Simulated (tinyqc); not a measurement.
Disorder broadening of a one-dimensional band in the self-consistent Born approximation: two steps of the calculation.

The local Green function is G = g0(z - Sigma) with z = E + i eta and g0(z) = 1/(sqrt(z - 2t) sqrt(z + 2t)), principal roots; the self-energy is Sigma = D G. The density of states is -Im G/pi.

Parameters, values chosen for the exercise:
- t = 1 eV (hopping)
- D = 0.14 eV^2 (variance of the random site energy)
- eta = 0.01 eV (bare broadening)
- E = 1.905 eV (energy from the band centre)
- mix = 1 (mixing)

Constants: q = 1.602176634e-19 C, hbar = 1.054571817e-34 J s. Results are converted to the units shown.

Question 1. Born step. G = g0(z - Sigma), Sigma(out) = D G, Sigma(new) = Sigma + mix (Sigma(out) - Sigma).

Sigma at the start = 0.0000000+0.0000000i eV

Wanted: G; Sigma(out); Sigma after iteration 1.

Answer 1.

G = 0.0837-1.6352i 1/eV
Sigma(out) = 0.01172-0.22892i eV
Sigma after iteration 1 = 0.01172-0.22892i eV

Sigma(out) of this first step, from Sigma = 0, is the plain (first) Born approximation.

Question 2. Density of states and lifetime. G = Sigma/D, density of states -Im G/pi, lifetime hbar/(2 |Im Sigma|); without disorder the density of states is -Im g0(z)/pi.

converged Sigma = 0.05639059-0.14303638i eV

Wanted: density of states; lifetime; density of states without disorder.

Answer 2.

density of states = 0.3252 1/eV
lifetime = 2.301 fs
density of states without disorder = 0.5205 1/eV

Disorder makes the density of states at this energy 38 % below the clean value.

Range of the model: The self-consistent Born approximation misses band tails from rare fluctuations and localisation.

Computed by the program tinyqc: `OMP_NUM_THREADS=1 python tinyqc.py 2720037 2720038 out.jsonl`, one thread of a shared Intel Xeon 2.30GHz, about 0.01 s for the whole run.
